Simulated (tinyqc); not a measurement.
What each parameter does: band-to-band tunnelling across a p-n junction in a two-band chain.

Sites alternate A at -Eg/2 and C at +Eg/2 with hopping -t; near the edges, with k counted from the zone boundary pi/a, E^2 = (Eg/2)^2 + (t a k)^2, so t = sqrt(c Eg/m)/a gives the mass m, c = hbar^2/2m0. In the gap cosh(q a) = 1 + (Eg^2/4 - e^2)/(2 t^2), e the energy from the local mid-gap. The potential is V0 = Eg + ov on the p side (left), 0 on the n side, and falls linearly over the 2N sites of the junction, V_j = V0 (1 - j/(2N + 1)), j = 1 to 2N, site 1 being A. E = Eg/2 + x ov. A half chain that ends on a site of level e1 with neighbour e2 has g = (1 + z)/(E - e1), z = exp(-/+ i k a) the root with Im g < 0, cos(k a) = (E - e1)(E - e2)/(2 t^2) - 1. S_L = t^2 g (ending on C, shifted by V0), S_R = t^2 g (starting on A). T = 4 Im(S_L) Im(S_R) |G_(1,2N)|^2.

Constants: hbar^2/2m0 = 3.80998211 eV angstrom^2.

Parameters, chosen for this exercise (gap and mass near those of GaSb; shifted at random, so the results belong to these values and not to a real crystal):

| symbol | value | unit | meaning |
|---|---|---|---|
| Eg | 0.752 | eV | gap |
| m | 0.042 | m0 | mass of electron and light hole |
| a | 4 | angstrom | period (two sites) |
| ov | 0.32 | eV | overlap: top of the valence band on the p side above the conduction edge on the n side |
| Nw | 40 |  | periods in the junction |
| x | 0.4 |  | energy above the n-side conduction edge, as a share of ov |

N = Nw; WKB exponent 2 I/F with I = pi Eg^2/(8 t a), F = V0/((2N + 1) a/2).

One parameter was then changed.

Results before and after:

| case | F (MV/cm) | exponent | log10 T of the chain |
|---|---|---|---|
| base | 0.6617 | 8.1264 | -3.4489 |
| changed | 0.6161 | 8.7284 | -3.7246 |

Which of these changes was made? (a) m = 0.0462 m0; (b) x = 0.63; (c) Eg = 0.8272 eV; (d) a = 4.5 angstrom; (e) ov = 0.37 eV; (f) Nw = 43.

Answer: (f) Nw = 43. Of the candidates, run in turn, only this one gives the changed row.

All candidates:

| case | F (MV/cm) | exponent | log10 T of the chain |
|---|---|---|---|
| base | 0.6617 | 8.1264 | -3.4489 |
| Eg = 0.8272 eV | 0.7081 | 8.7608 | -3.7084 |
| m = 0.0462 m0 | 0.6617 | 8.5231 | -3.6303 |
| ov = 0.37 eV | 0.6926 | 7.7643 | -3.3274 |
| Nw = 43 | 0.6161 | 8.7284 | -3.7246 |
| x = 0.63 | 0.6617 | 8.1264 | -3.4442 |
| a = 4.5 angstrom | 0.5882 | 9.1422 | -3.9125 |

(tinyqc, `OMP_NUM_THREADS=1 python tinyqc.py 1481518 1481519 out.jsonl`, Intel(R) Xeon(R) Processor @ 2.30GHz, 1 thread, shared host, about 0.01 s.)
